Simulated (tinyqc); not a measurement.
What each parameter does: two-band k.p model of the Delta valleys near the X point under shear strain.

Valley pair on the [001] axis, kz counted from the X point, c = hbar^2/2m0, k0 = kx0 2 pi/a. H = (c kz^2/ml + c (kx^2 + ky^2)/mt + c k0^2/ml) 1 + (2 c k0 kz/ml) sigma_z + (D exy - 2 c kx ky/Mp) sigma_x, so E = c kz^2/ml + c (kx^2 + ky^2)/mt + c k0^2/ml -/+ sqrt((2 c k0 kz/ml)^2 + (D exy - 2 c kx ky/Mp)^2). Without strain the lower band has its minima, E = 0, at kz = +/- k0. Shifts from diagonal strain are left out.

For |eta| < 1: k_min = k0 sqrt(1 - eta^2), E_min = -Delta eta^2/2, ml(eta) = ml/(1 - eta^2), 1/m[110] = 1/mt + eta/Mp, 1/m[1-10] = 1/mt - eta/Mp. For |eta| > 1 the minimum sits at X: E_min = -Delta (2 |eta| - 1)/2, ml(eta) = ml/(1 - 1/|eta|), and eta is replaced by its sign in the transverse masses. Here Delta = 2 c k0^2/ml and eta = D exy/Delta.

Constants: hbar^2/2m0 = 3.80998211 eV angstrom^2.

Values chosen for the exercise (near those of Si; not measured data): a = 5.431 angstrom (lattice constant); ml = 0.899 m0 (longitudinal mass); mt = 0.196 m0 (transverse mass); kx0 = 0.145 2 pi/a (distance of the minimum from X); D = 15.4 eV (shear deformation potential); Mp = 0.23 m0 (coupling mass); exy = -0.0031 (shear strain).

Delta = 2 c k0^2/ml, eta = D exy/Delta.

Results for these values:

| case | eta | E_min (meV) | ml(eta) (m0) | m[110] (m0) | m[1-10] (m0) |
|---|---|---|---|---|---|
| base | -0.2001 | -4.78 | 0.9365 | 0.2363 | 0.1674 |

What happens to each result for Mp = 0.2461 m0, all else kept?

Answer: eta does not change at the printed digits; E_min does not change at the printed digits; ml(eta) does not change at the printed digits; m[110] falls from 0.2363 to 0.2332; m[1-10] rises from 0.1674 to 0.1691.

The same for each parameter in turn:

| case | eta | E_min (meV) | ml(eta) (m0) | m[110] (m0) | m[1-10] (m0) |
|---|---|---|---|---|---|
| base | -0.2001 | -4.78 | 0.9365 | 0.2363 | 0.1674 |
| ml = 0.83607 m0 | -0.1861 | -4.44 | 0.8661 | 0.2330 | 0.1692 |
| mt = 0.20972 m0 | -0.2001 | -4.78 | 0.9365 | 0.2565 | 0.1774 |
| kx0 = 0.15515 2 pi/a | -0.1748 | -4.17 | 0.9273 | 0.2303 | 0.1706 |
| D = 14.322 eV | -0.1861 | -4.13 | 0.9313 | 0.2330 | 0.1692 |
| Mp = 0.2461 m0 | -0.2001 | -4.78 | 0.9365 | 0.2332 | 0.1691 |
| exy = -0.00332 | -0.2144 | -5.48 | 0.9423 | 0.2398 | 0.1657 |

Run: tinyqc, `OMP_NUM_THREADS=1 python tinyqc.py 1081533 1081534 out.jsonl`; Intel(R) Xeon(R) Processor @ 2.30GHz, one thread, shared host; about 0.01 s of CPU time with all checks.
